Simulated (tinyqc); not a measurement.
Single-oscillator infrared dielectric function of a polar cubic crystal. Inputs raised by 10 %, one at a time. Computed by tinyqc, a small Python program. Command: `OMP_NUM_THREADS=1 python tinyqc.py 3012095 3012096 out.jsonl infrared sens`. One thread of a shared host (Intel(R) Xeon(R) Processor @ 2.30GHz), about 0.01 s of CPU time with the checks.

One ion pair, charges +Z* and -Z*, in a cell of volume Omega = a^3. Frequencies omega are given as wavenumbers (1/cm); eps_s is the static dielectric constant.

Inputs (values chosen for the exercise, for a model crystal):
```
quantity                         value      unit
lattice constant a                4.47  angstrom
mass M_A                           126         u
mass M_B                          60.8         u
omega_TO                           149      1/cm
Born charge Z*                    2.27         e
eps_inf                           13.3         -
phonon damping gamma              0.78      1/cm
probe frequency / omega_TO       0.638         -
eps_m of the surrounding medium    3.9         -
```

Structure: caesium chloride. Free carriers: absent.

Constants: nu for 1 eV/(angstrom^2 u) = 15.6333042 THz; 1 THz = 33.35640952 1/cm; e^2/(4 pi eps_0) = 14.39964548 eV angstrom.

Method:
- mu = M_A M_B/(M_A + M_B); ionic plasma term W^2 = 4 pi Z*^2 (e^2/(4 pi eps_0))/(Omega mu) in eV/(angstrom^2 u), turned into 1/cm by W = 15.6333042 x 33.35640952 x sqrt(W^2); omega_LO^2 = omega_TO^2 + W^2/eps_inf; eps_s = eps_inf + W^2/omega_TO^2; Szigeti charge 3 Z*/(eps_inf + 2); longitudinal (Callen) charge Z*/eps_inf.
- eps(omega) = eps_inf + W^2/(omega_TO^2 - omega^2 - i gamma omega); n + i k = sqrt(eps) with k >= 0; R = |(n + i k - 1)/(n + i k + 1)|^2 at normal incidence from vacuum.
- omega is the probe ratio times omega_TO. Intensity decays over 1/(4 pi omega k); the loss function is Im(-1/eps).
- Without damping, eps(omega) = -x eps_m gives omega^2 = omega_TO^2 (eps_s + x eps_m)/(eps_inf + x eps_m): x = 1 for a flat surface at large wave vector, x = 2 for the dipole mode of a small sphere. The reflectivity R for light from vacuum (not from the medium eps_m) vanishes where eps = 1, omega^2 = omega_TO^2 (eps_s - 1)/(eps_inf - 1).

Runs:
```
input moved                    from     to  omega_LO (1/cm)  surface mode (1/cm)  sphere mode (1/cm)  reflectivity R
base run                          -      -           165.55               161.94              159.63         0.38839
lattice constant a (angstrom)  4.47  4.917           161.59               158.82              157.05         0.37443
mass M_A (u)                    126  138.6           165.08               161.58              159.33         0.38678
mass M_B (u)                   60.8  66.88           164.58               161.18              159.00         0.38504
omega_TO (1/cm)                 149  163.9           179.08               175.75              173.62         0.37876
Born charge Z* (e)             2.27  2.497           168.82               164.53              161.77         0.39938
eps_inf                        13.3  14.63           164.11               161.05              159.02         0.40154
phonon damping gamma (1/cm)    0.78  0.858           165.55               161.94              159.63         0.38839
```

Exponents ln(y'/y) / ln(x'/x):
```
input                 omega_LO  surface mode  sphere mode  reflectivity R
lattice constant a      -0.254        -0.204       -0.171          -0.384
mass M_A                -0.030        -0.024       -0.020          -0.043
mass M_B                -0.061        -0.050       -0.042          -0.091
omega_TO                 0.824         0.858        0.881          -0.263
Born charge Z*           0.205         0.166        0.140           0.293
eps_inf                 -0.091        -0.058       -0.040           0.350
phonon damping gamma     0.000         0.000        0.000           0.000
```

Among the inputs moved here: omega_LO answers most in size to omega_TO (exponent +0.824), next to lattice constant a (-0.254); its exponent is below 0.0005 for phonon damping gamma. Surface mode answers most in size to omega_TO (exponent +0.858), next to lattice constant a (-0.204); its exponent is below 0.0005 for phonon damping gamma. Sphere mode answers most in size to omega_TO (exponent +0.881), next to lattice constant a (-0.171); its exponent is below 0.0005 for phonon damping gamma. Reflectivity R answers most in size to lattice constant a (exponent -0.384), next to eps_inf (+0.350); its exponent is below 0.0005 for phonon damping gamma.
